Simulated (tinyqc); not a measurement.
Pariser-Parr-Pople SCF with singles CI, for the molecule c1ccc2ccccc2c1 (SMILES; centres numbered as the heavy atoms are written), step by step. Computed by tinyqc, a small Python program that keeps every step. Settings: charge = 0, gamma = Ohno, start = core, damping = 0.5, iteration cap = 54, excitations kept = 6. Command: `OMP_NUM_THREADS=1 python tinyqc.py 22512 22513 out.jsonl` (the two numbers bound the seeds that draw the settings). One thread of a shared host (Intel(R) Xeon(R) Processor @ 2.60GHz), about 0.02 s of CPU time with the checks. Later iterations appear only in the table of the cycle.

## PPP integrals

Centres (angstrom, eV; a flat drawing with bonds scaled to 1.40 angstrom):
```
centre          x          y  core charge z          W   gamma_rr
1C       2.425000  -0.700000              1  11.160000  11.130000
2C       2.425000   0.700000              1  11.160000  11.130000
3C       1.212000   1.400000              1  11.160000  11.130000
4C       0.000000   0.700000              1  11.160000  11.130000
5C      -1.212000   1.400000              1  11.160000  11.130000
6C      -2.425000   0.700000              1  11.160000  11.130000
7C      -2.425000  -0.700000              1  11.160000  11.130000
8C      -1.212000  -1.400000              1  11.160000  11.130000
9C       0.000000  -0.700000              1  11.160000  11.130000
10C      1.212000  -1.400000              1  11.160000  11.130000
```

Resonance integrals (eV):
```
i    j       beta
1    2  -2.390000
2    3  -2.390000
3    4  -2.390000
4    5  -2.390000
5    6  -2.390000
6    7  -2.390000
7    8  -2.390000
8    9  -2.390000
9   10  -2.390000
10   1  -2.390000
9    4  -2.390000
```

Ohno: gamma = 14.399645/sqrt(R^2 + a^2), a = 2 x 14.399645/(gamma_rr + gamma_ss); H_rr = -W_r - sum_(s != r) z_s gamma_rs; H_rs = beta for bonds.

repulsion gamma_rs (eV):
```
            1C         2C         3C         4C         5C         6C         7C         8C
1C   11.130000   7.553862   5.238761   4.668310   3.276745   2.763225   2.868686   3.670370
2C    7.553862  11.130000   7.552439   5.239019   3.670370   2.868686   2.763225   3.276745
3C    5.238761   7.552439  11.130000   7.554960   5.240702   3.670370   3.276745   3.670607
4C    4.668310   5.239019   7.554960  11.130000   7.554960   5.239019   4.668310   5.239602
5C    3.276745   3.670370   5.240702   7.554960  11.130000   7.552439   5.238761   4.668463
6C    2.763225   2.868686   3.670370   5.239019   7.552439  11.130000   7.553862   5.238761
7C    2.868686   2.763225   3.276745   4.668310   5.238761   7.553862  11.130000   7.552439
8C    3.670370   3.276745   3.670607   5.239602   4.668463   5.238761   7.552439  11.130000
9C    5.239019   4.668310   5.239602   7.553862   5.239602   4.668310   5.239019   7.554960
10C   7.552439   5.238761   4.668463   5.239602   3.670607   3.276745   3.670370   5.240702

            9C        10C
1C    5.239019   7.552439
2C    4.668310   5.238761
3C    5.239602   4.668463
4C    7.553862   5.239602
5C    5.239602   3.670607
6C    4.668310   3.276745
7C    5.239019   3.670370
8C    7.554960   5.240702
9C   11.130000   7.554960
10C   7.554960  11.130000
```

core matrix H (eV):
```
             1C          2C          3C          4C          5C          6C          7C          8C
1C   -53.991417   -2.390000    0.000000    0.000000    0.000000    0.000000    0.000000    0.000000
2C    -2.390000  -53.991417   -2.390000    0.000000    0.000000    0.000000    0.000000    0.000000
3C     0.000000   -2.390000  -57.272649   -2.390000    0.000000    0.000000    0.000000    0.000000
4C     0.000000    0.000000   -2.390000  -64.117645   -2.390000    0.000000    0.000000    0.000000
5C     0.000000    0.000000    0.000000   -2.390000  -57.272649   -2.390000    0.000000    0.000000
6C     0.000000    0.000000    0.000000    0.000000   -2.390000  -53.991417   -2.390000    0.000000
7C     0.000000    0.000000    0.000000    0.000000    0.000000   -2.390000  -53.991417   -2.390000
8C     0.000000    0.000000    0.000000    0.000000    0.000000    0.000000   -2.390000  -57.272649
9C     0.000000    0.000000    0.000000   -2.390000    0.000000    0.000000    0.000000   -2.390000
10C   -2.390000    0.000000    0.000000    0.000000    0.000000    0.000000    0.000000    0.000000

             9C         10C
1C     0.000000   -2.390000
2C     0.000000    0.000000
3C     0.000000    0.000000
4C    -2.390000    0.000000
5C     0.000000    0.000000
6C     0.000000    0.000000
7C     0.000000    0.000000
8C    -2.390000    0.000000
9C   -64.117645   -2.390000
10C   -2.390000  -57.272649
```

## Starting guess

pi electrons, sum of z_r less the charge = 10

Orbitals of the core matrix H.

P at the start:
```
            1C         2C         3C         4C         5C         6C         7C         8C
1C    0.527676   0.400409   0.301656  -0.151835   0.132361   0.109740   0.001637  -0.141531
2C    0.400409   0.527676   0.672233  -0.032228  -0.141531   0.001637   0.109740   0.132361
3C    0.301656   0.672233   1.116701   0.394157  -0.357260  -0.141531   0.132361   0.281155
4C   -0.151835  -0.032228   0.394157   1.711247   0.394157  -0.032228  -0.151835  -0.209293
5C    0.132361  -0.141531  -0.357260   0.394157   1.116701   0.672233   0.301656  -0.009515
6C    0.109740   0.001637  -0.141531  -0.032228   0.672233   0.527676   0.400409   0.301656
7C    0.001637   0.109740   0.132361  -0.151835   0.301656   0.400409   0.527676   0.672233
8C   -0.141531   0.132361   0.281155  -0.209293  -0.009515   0.301656   0.672233   1.116701
9C   -0.032228  -0.151835  -0.209293   0.218212  -0.209293  -0.151835  -0.032228   0.394157
10C   0.672233   0.301656  -0.009515  -0.209293   0.281155   0.132361  -0.141531  -0.357260

            9C        10C
1C   -0.032228   0.672233
2C   -0.151835   0.301656
3C   -0.209293  -0.009515
4C    0.218212  -0.209293
5C   -0.209293   0.281155
6C   -0.151835   0.132361
7C   -0.032228  -0.141531
8C    0.394157  -0.357260
9C    1.711247   0.394157
10C   0.394157   1.116701
```

## Iteration 1: Fock matrix

F_rr = H_rr + P_rr gamma_rr / 2 + sum_(s != r) P_ss gamma_rs; F_rs = H_rs - P_rs gamma_rs / 2; E = tr P (H + F) / 2 + core repulsion sum_(r<s) z_r z_s gamma_rs.

F (eV):
```
            1C         2C         3C         4C         5C         6C         7C         8C
1C   -5.101410  -3.902317  -0.790152   0.354406  -0.216857  -0.151618  -0.002347   0.259735
2C   -3.902317  -5.101410  -4.928500   0.084420   0.259735  -0.002347  -0.151618  -0.216857
3C   -0.790152  -4.928500  -3.583583  -3.878920   0.936146   0.259735  -0.216857  -0.516004
4C    0.354406   0.084420  -3.878920  -2.636922  -3.878920   0.084420   0.354406   0.548307
5C   -0.216857   0.259735   0.936146  -3.878920  -3.583583  -4.928500  -0.790152   0.022210
6C   -0.151618  -0.002347   0.259735   0.084420  -4.928500  -5.101410  -3.902317  -0.790152
7C   -0.002347  -0.151618  -0.216857   0.354406  -0.790152  -3.902317  -5.101410  -4.928500
8C    0.259735  -0.216857  -0.516004   0.548307   0.022210  -0.790152  -4.928500  -3.583583
9C    0.084420   0.354406   0.548307  -3.214171   0.548307   0.354406   0.084420  -3.878920
10C  -4.928500  -0.790152   0.022210   0.548307  -0.516004  -0.216857   0.259735   0.936146

            9C        10C
1C    0.084420  -4.928500
2C    0.354406  -0.790152
3C    0.548307   0.022210
4C   -3.214171   0.548307
5C    0.548307  -0.516004
6C    0.354406  -0.216857
7C    0.084420   0.259735
8C   -3.878920   0.936146
9C   -2.636922  -3.878920
10C  -3.878920  -3.583583
```

pi energy = -120.385668 eV

## Iteration 1: orbitals and new P

Diagonalise F (the basis is taken as orthonormal) and form P = 2 sum c c over the lowest orbitals; 0.5 of the old P is kept.

orbital energies (eV): [-13.180965, -12.670252, -8.525019, -8.176876, -7.556676, -0.330040, -0.161025, 1.770569, 2.587625, 6.228843]

P after iteration 1:
```
            1C         2C         3C         4C         5C         6C         7C         8C
1C    0.763846   0.465725   0.155555  -0.217018   0.072583   0.129868  -0.003237  -0.148610
2C    0.465725   0.763846   0.720530  -0.008906  -0.148610  -0.003237   0.129868   0.072583
3C    0.155555   0.720530   1.042402   0.468087  -0.190514  -0.148610   0.072583   0.191148
4C   -0.217018  -0.008906   0.468087   1.387503   0.468087  -0.008906  -0.217018  -0.115531
5C    0.072583  -0.148610  -0.190514   0.468087   1.042402   0.720530   0.155555  -0.144709
6C    0.129868  -0.003237  -0.148610  -0.008906   0.720530   0.763846   0.465725   0.155555
7C   -0.003237   0.129868   0.072583  -0.217018   0.155555   0.465725   0.763846   0.720530
8C   -0.148610   0.072583   0.191148  -0.115531  -0.144709   0.155555   0.720530   1.042402
9C   -0.008906  -0.217018  -0.115531   0.357969  -0.115531  -0.217018  -0.008906   0.468087
10C   0.720530   0.155555  -0.144709  -0.115531   0.191148   0.072583  -0.148610  -0.190514

            9C        10C
1C   -0.008906   0.720530
2C   -0.217018   0.155555
3C   -0.115531  -0.144709
4C    0.357969  -0.115531
5C   -0.115531   0.191148
6C   -0.217018   0.072583
7C   -0.008906  -0.148610
8C    0.468087  -0.190514
9C    1.387503   0.468087
10C   0.468087   1.042402
```

## Iteration 2: Fock matrix

As before.

F (eV):
```
            1C         2C         3C         4C         5C         6C         7C         8C
1C   -5.346997  -4.149011  -0.407459   0.506554  -0.118918  -0.179427   0.004643   0.272726
2C   -4.149011  -5.346997  -5.110878   0.023330   0.272726   0.004643  -0.179427  -0.118918
3C   -0.407459  -5.110878  -4.486566  -4.158189   0.499215   0.272726  -0.118918  -0.350815
4C    0.506554   0.023330  -4.158189  -4.105672  -4.158189   0.023330   0.506554   0.302669
5C   -0.118918   0.272726   0.499215  -4.158189  -4.486566  -5.110878  -0.407459   0.337785
6C   -0.179427   0.004643   0.272726   0.023330  -5.110878  -5.346997  -4.149011  -0.407459
7C    0.004643  -0.179427  -0.118918   0.506554  -0.407459  -4.149011  -5.346997  -5.110878
8C    0.272726  -0.118918  -0.350815   0.302669   0.337785  -0.407459  -5.110878  -4.486566
9C    0.023330   0.506554   0.302669  -3.742023   0.302669   0.506554   0.023330  -4.158189
10C  -5.110878  -0.407459   0.337785   0.302669  -0.350815  -0.118918   0.272726   0.499215

            9C        10C
1C    0.023330  -5.110878
2C    0.506554  -0.407459
3C    0.302669   0.337785
4C   -3.742023   0.302669
5C    0.302669  -0.350815
6C    0.506554  -0.118918
7C    0.023330   0.272726
8C   -4.158189   0.499215
9C   -4.105672  -4.158189
10C  -4.158189  -4.486566
```

pi energy = -126.885082 eV

## Iteration 2: orbitals and new P

As before.

orbital energies (eV): [-14.016511, -13.012708, -10.368675, -9.436594, -9.056842, -0.605697, -0.191222, 1.934237, 2.000406, 5.208011]

P after iteration 2:
```
            1C         2C         3C         4C         5C         6C         7C         8C
1C    0.883105   0.504838   0.080008  -0.244605   0.040330   0.138628  -0.004623  -0.151004
2C    0.504838   0.883105   0.742547   0.000269  -0.151004  -0.004623   0.138628   0.040330
3C    0.080008   0.742547   1.010270   0.503413  -0.102002  -0.151004   0.040330   0.142156
4C   -0.244605   0.000269   0.503413   1.213250   0.503413   0.000269  -0.244605  -0.064770
5C    0.040330  -0.151004  -0.102002   0.503413   1.010270   0.742547   0.080008  -0.224054
6C    0.138628  -0.004623  -0.151004   0.000269   0.742547   0.883105   0.504838   0.080008
7C   -0.004623   0.138628   0.040330  -0.244605   0.080008   0.504838   0.883105   0.742547
8C   -0.151004   0.040330   0.142156  -0.064770  -0.224054   0.080008   0.742547   1.010270
9C    0.000269  -0.244605  -0.064770   0.438432  -0.064770  -0.244605   0.000269   0.503413
10C   0.742547   0.080008  -0.224054  -0.064770   0.142156   0.040330  -0.151004  -0.102002

            9C        10C
1C    0.000269   0.742547
2C   -0.244605   0.080008
3C   -0.064770  -0.224054
4C    0.438432  -0.064770
5C   -0.064770   0.142156
6C   -0.244605   0.040330
7C    0.000269  -0.151004
8C    0.503413  -0.102002
9C    1.213250   0.503413
10C   0.503413   1.010270
```

## Convergence

Stop when output and input P, before any damping, agree to 1e-7.

Course of the cycle:
```
iteration         E (eV)  largest |P(out) - P(in)|
1          -120.38566830                  6.47e-01
2          -126.88508163                  3.49e-01
3          -130.45002637                  1.89e-01
4          -132.32976530                  1.03e-01
5          -133.30199242                  5.71e-02
6          -133.79982650                  3.21e-02
7          -134.05335210                  1.83e-02
8          -134.18205543                  1.06e-02
9          -134.24726691                  6.70e-03
10         -134.28026730                  4.55e-03
11         -134.29695304                  3.12e-03
...                  ...                       ...
38         -134.31398564                  9.17e-07
39         -134.31398564                  7.13e-07
40         -134.31398564                  5.56e-07
41         -134.31398564                  4.33e-07
42         -134.31398564                  3.43e-07
43         -134.31398564                  2.73e-07
44         -134.31398564                  2.17e-07
45         -134.31398564                  1.72e-07
46         -134.31398564                  1.36e-07
47         -134.31398564                  1.08e-07
48         -134.31398564                  8.54e-08
```

Converged in 48 iterations.

## Converged orbitals

Charges are z - P_rr.

orbital energies (eV): [-15.405357, -13.406867, -12.293539, -11.058419, -10.014823, -1.175177, -0.131581, 1.103539, 2.216867, 4.215357]

coefficients:
```
          MO1        MO2        MO3        MO4        MO5        MO6        MO7        MO8
1C   0.244253   0.423886  -0.189652  -0.392903  -0.265181  -0.265181   0.392903  -0.189652
2C   0.244253   0.423886   0.189652  -0.392903   0.265181  -0.265181  -0.392903  -0.189652
3C   0.302080   0.265181   0.398406  -0.004516   0.423886   0.423886   0.004516   0.398406
4C   0.445169   0.000000   0.332581   0.437280   0.000000   0.000000   0.437280  -0.332581
5C   0.302080  -0.265181   0.398406  -0.004516  -0.423886  -0.423886   0.004516   0.398406
6C   0.244253  -0.423886   0.189652  -0.392903  -0.265181   0.265181  -0.392903  -0.189652
7C   0.244253  -0.423886  -0.189652  -0.392903   0.265181   0.265181   0.392903  -0.189652
8C   0.302080  -0.265181  -0.398406  -0.004516   0.423886  -0.423886  -0.004516   0.398406
9C   0.445169   0.000000  -0.332581   0.437280   0.000000   0.000000  -0.437280  -0.332581
10C  0.302080   0.265181  -0.398406  -0.004516  -0.423886   0.423886  -0.004516   0.398406

           MO9       MO10
1C    0.423886  -0.244253
2C   -0.423886   0.244253
3C    0.265181  -0.302080
4C    0.000000   0.445169
5C   -0.265181  -0.302080
6C    0.423886   0.244253
7C   -0.423886  -0.244253
8C    0.265181   0.302080
9C    0.000000  -0.445169
10C  -0.265181   0.302080
```

pi charges: 1C 0.000000, 2C 0.000000, 3C 0.000000, 4C 0.000000, 5C 0.000000, 6C 0.000000, 7C 0.000000, 8C 0.000000, 9C 0.000000, 10C 0.000000

## Singles CI, singlets

Over the 6 single excitations with the smallest orbital gaps: A = (e_a - e_i) delta + 2 (ia|jb) - (ij|ab), with (pq|rs) = sum c_mp c_mq gamma_mn c_nr c_ns. f = 2/3 w |mu|^2 in atomic units, mu = sqrt2 sum c_ia sum_m c_mi c_ma R_m.

singlet CI matrix (eV), order 5>6, 5>7, 4>6, 4>7, 5>8, 3>6:
$$\begin{pmatrix}
4.845233 & 0.000000 & 0.000000 & 1.009663 & 0.000000 & 0.000000 \\
0.000000 & 5.460782 & -0.961204 & 0.000000 & 0.000000 & 0.000000 \\
0.000000 & -0.961204 & 5.460782 & 0.000000 & 0.000000 & 0.000000 \\
1.009663 & 0.000000 & 0.000000 & 6.396394 & 0.000000 & 0.000000 \\
0.000000 & 0.000000 & 0.000000 & 0.000000 & 6.261916 & -0.389480 \\
0.000000 & 0.000000 & 0.000000 & 0.000000 & -0.389480 & 6.261916
\end{pmatrix}$$

singlet excitation energies (eV): [4.347651, 4.499578, 5.872436, 6.421985, 6.651396, 6.893976]

oscillator strengths: [0.132017, 0.000000, 0.000000, 2.253559, 0.000000, 1.171561]

## Singles CI, triplets

Over the 6 single excitations with the smallest orbital gaps: A = (e_a - e_i) delta - (ij|ab), with (pq|rs) = sum c_mp c_mq gamma_mn c_nr c_ns.

triplet CI matrix (eV), order 5>6, 5>7, 4>6, 4>7, 5>8, 3>6:
$$\begin{pmatrix}
3.172518 & 0.000000 & 0.000000 & 0.153840 & 0.000000 & 0.000000 \\
0.000000 & 4.345738 & 0.153840 & 0.000000 & 0.000000 & 0.000000 \\
0.000000 & 0.153840 & 4.345738 & 0.000000 & 0.000000 & 0.000000 \\
0.153840 & 0.000000 & 0.000000 & 4.902232 & 0.000000 & 0.000000 \\
0.000000 & 0.000000 & 0.000000 & 0.000000 & 5.336580 & -1.314817 \\
0.000000 & 0.000000 & 0.000000 & 0.000000 & -1.314817 & 5.336580
\end{pmatrix}$$

triplet excitation energies (eV): [3.158942, 4.021763, 4.191897, 4.499578, 4.915808, 6.651396]
